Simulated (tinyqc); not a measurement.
Kinetics of strain relaxation and threading dislocations in mismatched semiconductor layers: one step, computed by the program tinyqc.

60-degree dislocations on {111} planes of a (001) layer, isotropic elasticity. The Schmid factor is 1/sqrt(6), and a misfit segment relieves strain with b/2.

Task: Excess stress and glide velocity at the start. Excess resolved stress tau = (1/sqrt 6) [2 G (1 + nu)/(1 - nu)] (e - e_eq), e_eq = b (1 - nu/4) [ln(h/b) + 1]/(4 pi (1 + nu) h), the Matthews-Blakeslee strain of an uncapped layer; glide velocity v = v0 tau exp(-Q/(k_B T)), tau in MPa.

Inputs (values chosen for the exercise, modelled on Ge on Si):

| quantity | value | unit |
|---|---|---|
| misfit f | 0.0427 | - |
| shear modulus G | 55 | GPa |
| Poisson ratio nu | 0.26 | - |
| Burgers vector b | 4 | angstrom |
| glide activation energy Q | 1.6 | eV |
| velocity prefactor v0 | 26000 | m/s per MPa |
| layer thickness h | 26 | nm |
| anneal temperature T | 699 | K |

Constants: k_B = 8.617333262e-05 eV/K.

Give: equilibrium strain e_eq; excess stress tau; mobility v/tau; initial velocity.

Result:

equilibrium strain e_eq = 0.004701

excess stress tau = 2906 MPa

mobility v/tau = 7.568e-08 m/s per MPa

initial velocity = 219.9 micrometre/s

Caution: at stresses above about 1 GPa the linear velocity law understates glide, as stress lowers the kink barrier. Caution: at such misfit the layer islands and relaxes during the first nanometres, so a uniform strained start is an idealisation.
